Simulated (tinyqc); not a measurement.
Modulation-doped quantum well, Poisson-Schroedinger loop: one step of the calculation.

A well of width L centred at z = 0 between barriers Vb; effective-mass electrons, parabolic bands. The electrons come from donor sheets outside the mesh, a share fL of Ns on the left and the rest on the right, so the structure is neutral. Energies are counted from the band edge of the well, with U = 0 on the first node in the Hartree part.

Task. Converged levels, occupations and centroid. Tridiagonal Hamiltonian with psi = 0 one step beyond both ends: H_ii = C (1/m_(i-1/2) + 1/m_(i+1/2))/hz^2 + V0_i + U_i, H_(i,i+1) = -C/(m_(i+1/2) hz^2), C = hbar^2/(2 m0). The lowest 2 level(s) are kept, normalised to hz sum |psi|^2 = 1.

Level k holds N_k = D_k Vt ln(1 + exp((EF - E_k)/Vt)) with D = md m0 q/(pi hbar^2) per eV (spin included); EF is fixed by sum N_k = Ns.

Solve for the levels with V0 + U, find EF, n_i = sum_k N_k |psi_k|^2 (in cm^-3); share of each level N_k/Ns; centroid sum n z/sum n.

Inputs (values chosen for the exercise); material values those of a made-up well: temperature T = 4.2 K; in-plane mass md = 0.0393 m0; mesh step hz = 0.84 nm; sheet density of electrons Ns = 4e11 cm^-2.

Constants: q = 1.602176634e-19 C, kB = 1.380649e-23 J/K, hbar = 1.054571817e-34 J s, m0 = 9.1093837015e-31 kg, Vt = kB T/q, hbar^2/(2 m0) = 0.0380998212 eV nm^2. Results are converted to the units shown.

```
node  z (nm)  fixed potential V0 (eV)  converged U (eV)
1      -6.72               0.55625600       0.000000000
2      -5.88               0.55222400      -0.000000159
3      -5.04               0.54819200      -0.000001614
4       -4.2               0.54416000      -0.000011180
5      -3.36               0.01612800      -0.000069214
6      -2.52               0.01209600      -0.000323373
7      -1.68               0.00806400      -0.000890498
8      -0.84               0.00403200      -0.001888023
9          0               0.00000000      -0.003414190
10      0.84              -0.00403200      -0.005528816
11      1.68              -0.00806400      -0.008238439
12      2.52              -0.01209600      -0.011490057
13      3.36              -0.01612800      -0.015177081
14       4.2               0.50384000      -0.019159072
15      5.04               0.49980800      -0.023221139
16      5.88               0.49577600      -0.027298453
17      6.72               0.49174400      -0.031378563
```

mass on the intervals 1/2, 3/2, ... (mean of both at an interface) (m0): [0.0936, 0.0936, 0.0936, 0.0936, 0.0663, 0.039, 0.039, 0.039, 0.039, 0.039, 0.039, 0.039, 0.039, 0.0663, 0.0936, 0.0936, 0.0936, 0.0936]

Wanted: levels; EF; shares; n; centroid.

Result.

levels (eV): E1 0.0612, E2 0.2815
EF = 0.08553 eV
shares (%): E1 100.0, E2 0.0
n, node 1 to 17 (in units of 1e17 cm^-3): [0.002, 0.015, 0.095, 0.566, 2.289, 3.652, 5.023, 6.169, 6.867, 6.944, 6.325, 5.081, 3.442, 0.934, 0.178, 0.033, 0.005]
centroid = 0.2605 nm

Program tinyqc, `OMP_NUM_THREADS=1 python tinyqc.py 2140110 2140111 out.jsonl`; Intel Xeon 2.30GHz, shared host, one thread, about 0.2 s.
